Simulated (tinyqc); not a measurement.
# Thin film between two gates, subbands and threshold shift from confinement, step by step

Numbers from tinyqc (`OMP_NUM_THREADS=1 python tinyqc.py 2350004 2350005 out.jsonl`; about 0.02 s on one thread of a shared Intel Xeon 2.30GHz). Printed values are rounded.

Undoped body with a flat potential across it, hard walls, transport along x. One isotropic valley (g = 1, mx = my = mz = me). Non-parabolicity enters the subband edges through E (1 + al E) = gamma, so E = 2 gamma/(1 + sqrt(1 + 4 al gamma)); motion within a subband is taken as parabolic with the band-edge mass. Energies are counted from the bulk band edge.

Parameters, values chosen for the exercise; masses close to those of InAs:
- T = 200 K (temperature)
- me = 0.0228 m0 (mass at the band edge)
- al = 2.6 1/eV (non-parabolicity)
- t = 10.4 nm (film thickness (along z))
- dl = 0.3 nm (widening of the box by penetration into the insulator)

Constants: q = 1.602176634e-19 C, kB = 1.380649e-23 J/K, hbar = 1.054571817e-34 J s, m0 = 9.1093837015e-31 kg, Vt = kB T/q, hbar^2/(2 m0) = 0.0380998212 eV nm^2. Results are converted to the units shown.

Range of the model: Non-parabolicity also makes carriers heavier within each subband, which is left out, so densities of states are understated at high energy. Levels near or above 1 eV lie beyond real barriers and upper valleys; they are listed for the hard-wall model only.

## Lowest subbands

gamma = C (pi k/(t + dl))^2/mz, C = hbar^2/(2 m0). List the 5 lowest, labelled by quantum numbers, with degeneracy g and N_k: N_k = g sqrt(mx my) m0 kB T/(pi hbar^2).

```
subband  E_k (eV)  g  N_k (cm^-2)
1        0.111645  1   1.64148e11
2        0.316221  1   1.64148e11
3        0.539556  1   1.64148e11
4        0.768660  1   1.64148e11
5         1.00021  1   1.64148e11
```

## Threshold shift

Each subband has N_k = g sqrt(mx my) m0 kB T/(pi hbar^2); without degeneracy n = exp(EF/Vt) sum N_k exp(-E_k/Vt). Classical value Nc times t, Nc = sum over valleys of 2 g (m m0 kB T/(2 pi hbar^2))^1.5 with m = (mx my mz)^(1/3). Threshold shift dVT = Vt ln(classical value/sum N_k exp(-E_k/Vt)). Use the subbands listed.

shares, subband 1 to 5 (%): [99.9993, 0.0007, 0.0000, 0.0000, 0.0000]
sum N_k exp(-E_k/Vt) = 2.52301e8 cm^-2
Nc = 4.70259e16 cm^-3
classical value = 4.89070e10 cm^-2
dVT = 90.7759 mV

With all subbands dVT = 90.78 mV. The lowest edge lies at 112 meV; dVT is smaller than that, since sum N_k exp(-(E_k - E_1)/Vt) exceeds the classical value.
